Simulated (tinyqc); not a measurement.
Rutherford backscattering from a thin compound film on silicon: kinematics, yields, composition and thickness: one step, computed by the program tinyqc.

Singly charged helium ions (Z1 = 2, M1 = 4.0026 u) enter at the tilt angle a1 to the normal and leave at a2 = |180 - theta - tilt| in the same plane. The film is A B_x.

Question. Kinematics. Kinematic factor K = [(sqrt(M^2 - M1^2 sin^2 theta) + M1 cos theta)/(M + M1)]^2. Surface edges lie at K E0; substrate silicon has M = 28.09 u. Mass resolution at M_A = resolution/(E0 dK/dM).

Inputs (values chosen for the exercise, modelled on a helium beam on SiGe): beam energy E0 = 1.6 MeV; scattering angle theta = 165 degrees; heavy element: mass M_A = 72.6 u; light element: mass M_B = 28.09 u; detector resolution (FWHM) = 17 keV.

Give: kinematic factors; surface edges; mass resolution at M_A.

Answer.

kinematic factors: A 0.8049, B 0.5688, Si 0.5688

surface edges (keV): A 1288, B 910, Si 910

mass resolution at M_A = 4.407 u

K flattens for heavy targets, so masses within 4.4 u of A cannot be told apart.
